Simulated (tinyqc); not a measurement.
Inside a calculation. Model: front-illuminated p-i-n photodiode, quantum efficiency and bandwidth.

Computed by the program tinyqc: `OMP_NUM_THREADS=1 python tinyqc.py 2250002 2250003 out.jsonl`, one thread of a shared Intel Xeon 2.30GHz, about 0.01 s for the whole run. Printed values are rounded.

Light enters through a p layer (0 to xp), a depleted layer (xp to xp + wi) and a thick n substrate, decaying as exp(-al x); one pass, no back reflection. Carriers made in the depleted layer are all collected; those in the neutral layers diffuse.

Values chosen for this exercise; values close to those of In0.53Ga0.47As at this wavelength:
- lam = 1310 nm (wavelength)
- al = 11400 1/cm (absorption coefficient)
- Rf = 0.3 (reflectance of the front face)
- eps_r = 14.3 (relative permittivity)
- xp = 0.99 um (thickness of the front p layer)
- wi = 0.5 um (thickness of the depleted layer)
- Dn = 71 cm^2/s (electron diffusion coefficient in the p layer)
- Ln = 5.6 um (electron diffusion length in the p layer)
- S = 700 cm/s (recombination velocity of the front surface)
- Lp = 3.1 um (hole diffusion length in the thick n substrate)
- ve = 6.95e6 cm/s (electron drift velocity)
- vh = 5.1e6 cm/s (hole drift velocity)
- dia = 100 um (diameter)
- RL = 50 ohm (load resistance)
- Cp = 30 fF (parasitic capacitance)
- f = 76 GHz (modulation frequency)

Constants: q = 1.602176634e-19 C, h = 6.62607015e-34 J s, c = 299792458 m/s, eps0 = 8.8541878128e-14 F/cm where lengths are in cm. Results are converted to the units shown.

## Quantum efficiency

k = al Ln, s = S Ln/Dn, e = exp(-al xp); front layer f1 = (k/(k^2 - 1)) {[s + k - e (s cosh(xp/Ln) + sinh(xp/Ln))]/[s sinh(xp/Ln) + cosh(xp/Ln)] - k e}; depleted layer f2 = e (1 - exp(-al wi)); substrate f3 = e exp(-al wi) al Lp/(1 + al Lp); external efficiency (1 - Rf)(f1 + f2 + f3); responsivity = efficiency q lam/(h c).

s = 0.00552113
f1 = 0.668249
f2 = 0.140546
f3 = 0.142591
external efficiency = 0.665970
responsivity = 0.703655 A/W

The front layer absorbs 67.7 % of the light that enters and collects 98.8 % of that. Diffusion from the neutral layers makes up 85.2 % of the current.

## Response at one frequency

Drift response for pairs made in the depleted layer, a = al wi, g = 1 - exp(-a), u = 2 pi i f, te = wi/ve, th = wi/vh: electrons He = [g - a (exp(-a) - exp(-u te))/(u te - a)]/(u te g), holes Hh = [g - a (1 - exp(-a - u th))/(a + u th)]/(u th g); C = eps0 eps_r pi (dia/2)^2/wi + Cp; total |He + Hh|/sqrt(1 + (2 pi f RL C)^2), for the current of the depleted layer alone.

te = 7.19424 ps
th = 9.80392 ps
He = 0.159529-0.349748i
Hh = 0.064070-0.239637i
|He + Hh| = 0.630374
C = 2018.86 fF
total response = 0.0130748

The drift response alone falls to 1/sqrt(2) at 65.8 GHz and the RC term alone at 1.58 GHz; together they give 1.58 GHz.
